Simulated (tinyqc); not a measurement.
From results back to parameters: Slater-Koster d bands of an fcc metal. Three cases, with inputs chosen for the exercise.

Problem. In an fcc d band with nearest neighbours E(t2g, Gamma) = 3 dds + 4 ddp + 5 ddd, E(eg, Gamma) = 1.5 dds + 6 ddp + 4.5 ddd, and at X = (1,0,0) the yz state has 3 dds - 4 ddp - 3 ddd. The three levels come from hidden integrals.

Case 1.

levels (eV): t2g Gamma -0.7600, eg Gamma 2.0640, yz at X -5.2240

Case 2.

levels (eV): t2g Gamma -0.3520, eg Gamma 0.6660, yz at X -1.8800

Case 3.

levels (eV): t2g Gamma -0.6860, eg Gamma 0.6570, yz at X -2.5020

Find: dds, ddp, ddd.

Solution. Three linear equations: the first less the third is 8 (ddp + ddd); twice the second less the first is 8 ddp + 4 ddd; their difference gives ddd.

Case 1.

dds, ddp, ddd (eV): -0.962  0.664  -0.106

Case 2.

dds, ddp, ddd (eV): -0.359  0.230  -0.039

Case 3.

dds, ddp, ddd (eV): -0.516  0.273  -0.046

Computed by tinyqc, one run a case: `OMP_NUM_THREADS=1 python tinyqc.py N N+1 out.jsonl` with N = 1482474, 1482530, 1482536; one thread of a shared Intel(R) Xeon(R) Processor @ 2.30GHz, about 0.05 s a run at most.
